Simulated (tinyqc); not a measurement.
Off-state leakage of single and stacked transistors: two steps of the calculation.

n-channel devices of unit width. Subthreshold current I(Vg, Vs, Vd) = I0 (T/300 K)^0.5 exp[(Vg - Vs - VT(T) - gb (Vs - Vb) + dd (Vd - Vs))/(nf Vt)] (1 - exp(-(Vd - Vs)/Vt)), VT(T) = VT - cT (T - 300 K). Gate-edge tunnelling Ig (Vd/1 V) exp(ag (Vd - 1 V)), for a gate at 0 V, and band-to-band leakage Ab u exp(-Bb/u), u = Vd - Vb + 1 V, flow at a drain held at V; both are taken as independent of T. In a stack of off transistors (all gates at 0 V) the same subthreshold current passes through each.

Parameters, values chosen for the exercise; values of the order met in bulk silicon logic transistors:
- T = 300 K (temperature)
- V = 1 V (supply voltage)
- VT = 0.43 V (threshold at 300 K, zero drain and body bias)
- cT = 0.6 mV/K (fall of the threshold with temperature)
- I0 = 0.81 uA/um (current at threshold at 300 K)
- nf = 1.36 (slope factor)
- dd = 0.14 (drain-induced lowering per volt)
- gb = 0.18 (rise of the threshold per volt of source-body bias)
- Ig = 1e-5 uA/um (gate-edge tunnelling current at 1 V)
- ag = 4.6 1/V (exponential slope of the gate current)
- Ab = 50 uA/(um V) (prefactor of band-to-band leakage at the drain)
- Bb = 19 V (its exponential voltage)
- Vb = 0 V (body voltage)

Constants: q = 1.602176634e-19 C, kB = 1.380649e-23 J/K, Vt = kB T/q. Results are converted to the units shown.

Task 1. Leakage of one transistor. Vg = Vs = 0, Vd = V; effective threshold VT(T) - gb Vb - dd V.

Give: effective threshold; parts; total; shares.

Result 1.

effective threshold = 0.2900 V
parts (nA/um): subthreshold 0.2120, gate edge 0.01000, band-to-band 7.485
total = 7.707 nA/um
shares (%): subthreshold 2.750, gate edge 0.1297, band-to-band 97.12

The band-to-band part is the largest.

Task 2. New Vx. Stack of two, Vx the node between them: I_low = I(0, 0, Vx), I_up = I(0, Vx, V), f = ln(I_up/I_low), f' = -(1 + gb + 2 dd)/(nf Vt) - 1/(Vt (exp(Vx/Vt) - 1)) - 1/(Vt (exp((V - Vx)/Vt) - 1)), Vx(new) = Vx - f/f'.

Vx at the start = 0.096 V

Give: I_low; I_up; f; f'; Vx after iteration 1.

Result 2.

I_low = 0.0056526 nA/um
I_up = 0.0057676 nA/um
f = 0.020145
f' = -42.493 1/V
Vx after iteration 1 = 0.096474 V

Program tinyqc, `OMP_NUM_THREADS=1 python tinyqc.py 2242052 2242053 out.jsonl`; Intel Xeon 2.30GHz, shared host, one thread, about 0.03 s.
